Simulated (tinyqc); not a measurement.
Slow cooling against a quench: self-consistent Fermi level with native defects, at growth and after a quench. Computed by tinyqc, a small Python program. Command: `OMP_NUM_THREADS=1 python tinyqc.py 3001803 3001804 out.jsonl scfermi walk`. One thread of a shared host (Intel(R) Xeon(R) Processor @ 2.30GHz), about 0.05 s of CPU time with the checks.

Energies are counted from the top of the valence band (VBM); when the gap shrinks with temperature the conduction band moves and the levels stay. D and A draw on one reservoir with opposite signs, as the two vacancies of a compound do.

Inputs (values chosen for the exercise, with bands modelled on 4H-SiC):
```
quantity                                value   unit
gap E_g at 300 K                         3.23     eV
slope -dE_g/dT above 300 K            0.00026   eV/K
electron mass m_e                       0.395    m_0
valleys M_c                                 3      -
hole mass m_h                            2.02    m_0
E_f of the neutral native donor D       3.962     eV
E_f of the neutral native acceptor A    4.408     eV
shift s of the chemical potential        0.26     eV
site density N_s                      3.6e+22  cm^-3
growth temperature T_g                   1400      K
temperature of use T                      400      K
```

Added shallow dopant: none.

levels of D above the VBM, most positive state first (eV): 1.92  2.59

levels of A above the VBM, (0/-1) first (eV): 0.137  1.41

Constants: m_0 = 9.1093837015e-31 kg; k_B = 1.380649e-23 J/K; h = 6.62607015e-34 J s; k_B = 8.617333262e-05 eV/K.

Method:
- E_f(D, 0) = input + s and E_f(A, 0) = input - s; E_f(q, E_F = 0) follows from the levels, eps(q/q-1) = E_f(q - 1) - E_f(q) at E_F = 0.
- E_g(T) = E_g - slope x max(0, T - 300 K).
- N_c = 2 M_c (2 pi m_e k_B T/h^2)^(3/2) and N_v = 2 (2 pi m_h k_B T/h^2)^(3/2), masses in units of m_0.
- At growth T = T_g.
- n = N_c F_1/2((E_F - E_g)/k_B T), p = N_v F_1/2(-E_F/k_B T).
- F_1/2(eta) = (2/sqrt(pi)) int_0^infinity sqrt(x)/(1 + exp(x - eta)) dx, by the trapezoid rule in t = sqrt(x) with step 0.02 up to t = 12 (for eta < -12 by exp(eta) - exp(2 eta)/2^(3/2)).
- In equilibrium c_q = N_s exp(-(E_f(q, 0) + q E_F)/k_B T).
- Net charge = p - n + sum q c_q; the log ratio is ln(positive charge/negative charge).
- E_F is the root of the log ratio, by 50 bisections between -0.5 eV and E_g + 0.5 eV.
- After a quench the totals of D and A stay as grown, and each is shared among its charge states with weights exp(-(E_f(q, 0) + q E_F)/k_B T).
- Each E_F by bisection; full equilibrium lets the defects form and vanish at every T.

E_f(q, E_F = 0) (eV): D(+2) -0.288, D(+1) 1.632, D(0) 4.222, A(0) 4.148, A(-1) 4.285, A(-2) 5.695

total D = 2.73644e+12 cm^-3

total A = 2.22660e+13 cm^-3

Two histories (densities in cm^-3):
```
T (K)  E_F, equilibrium (eV)           n           p  all defects  E_F, frozen (eV)   n, frozen   p, frozen
1200                  1.5673  1.4943e+14  1.5076e+14   8.1563e+11            1.5558  1.3371e+14  1.6848e+14
1000                  1.5820  4.6523e+12  4.6656e+12   7.2973e+09            1.4231  7.3549e+11  2.9512e+13
800                   1.5965  2.7471e+10  2.7484e+10   6.6623e+06            1.1522  4.3618e+07  1.7310e+13
600                   1.6109  6.0023e+06  6.0024e+06   6.1792e+01            0.8434  2.1454e+00  1.6793e+13
400                   1.6253  3.6956e-01  3.6956e-01   5.7271e-09            0.5413  8.1331e-15  1.6793e+13
```

At 400 K equilibrium would leave 5.73e-9 defects per cm^3 against 2.50e13 frozen in, and E_F differs by -1.084 eV. The majority density of the quenched sample is 4.5e13 times the equilibrium one. Real samples lie between, set by the temperature at which diffusion stops.
